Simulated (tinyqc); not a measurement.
Inside a calculation: standing waves and exposure in a photoresist film. Values are carried at full precision from step to step, so a last printed digit may differ when a step is redone from the rounded ones.

Normal incidence from air. Unexposed resist: N1 = n1 + i k1 with k1 = (A + B) lam/(4 pi), lam in micrometres. r01 = (1 - N1)/(1 + N1), t01 = 2/(1 + N1). Substrate Ns = ns + i ks: r12 = (N1 - Ns)/(N1 + Ns). With p = exp(2 pi i N1 d/lam), the field at depth z is E(z) = t01 [exp(2 pi i N1 z/lam) + r12 p^2 exp(-2 pi i N1 z/lam)]/(1 + r01 r12 p^2), the relative intensity I(z) = n1 |E(z)|^2 and the reflectance R = |(r01 + r12 p^2)/(1 + r01 r12 p^2)|^2.

Values chosen for the exercise (a resist on W, indices near tabulated ones; not measured data): lam = 248 nm (vacuum wavelength); n1 = 1.773 (resist index); A = 0.03 1/micrometre (bleachable absorption (Dill A)); B = 0.52 1/micrometre (fixed absorption (Dill B)); d = 450 nm (resist thickness); ns = 3.42 (substrate n); ks = 2.9 (substrate k); C = 0.02 cm^2/mJ (exposure rate (Dill C)); D = 40 mJ/cm^2 (incident dose); Ld = 20 nm (diffusion length of the post-exposure bake).

## Interface coefficients

Form N1, r01, t01 and r12.

N1 = 1.77300+0.01085i
r01 = -0.2788-0.0028i
t01 = 0.7212-0.0028i
r12 = -0.4786-0.2881i
|r12|^2 = 0.3121

Next to the bottom the intensity swings by a factor ((1 + |r12|)/(1 - |r12|))^2 = 12.5 between antinode and node.

## Round trip and reflectance

Form p^2, the denominator and R; the period of the standing wave is lam/(2 n1).

p^2 = -0.7151+0.3133i
1 + r01 r12 p^2 = 0.8796-0.0168i
R = 0.0342
period = 69.94 nm

The film holds 6.43 periods.

## Intensity and exposure over the lowest period

Nine depths from d - period to d. Without bleaching during the exposure the share of unexposed compound is m = exp(-C D I).

Profile:
```
z (nm)      I      m
380.1   0.356  0.752
388.8   0.234  0.829
397.5   0.704  0.570
406.3   1.487  0.304
415.0   2.124  0.183
423.8   2.239  0.167
432.5   1.763  0.244
441.3   0.973  0.459
450.0   0.330  0.768
```

I runs from 0.234 to 2.239 on these points, so m runs from 0.167 to 0.829; the least exposed point listed lies 61.2 nm above the bottom.

## Smoothing by the bake

Gaussian diffusion of length Ld multiplies a cosine of period L by exp(-2 pi^2 Ld^2/L^2). Give that factor, and the Ld that leaves 10 %.

factor = 0.199
Ld for 10 % = 23.89 nm

## Checks

- R against the transfer-matrix product: both 0.034208.
- Absorption (A + B) d times the mean of I against 1 - R - T: both 0.329.

(tinyqc, `OMP_NUM_THREADS=1 python tinyqc.py 1681720 1681721 out.jsonl`, Intel(R) Xeon(R) Processor @ 2.30GHz, 1 thread, shared host, about 0.01 s.)
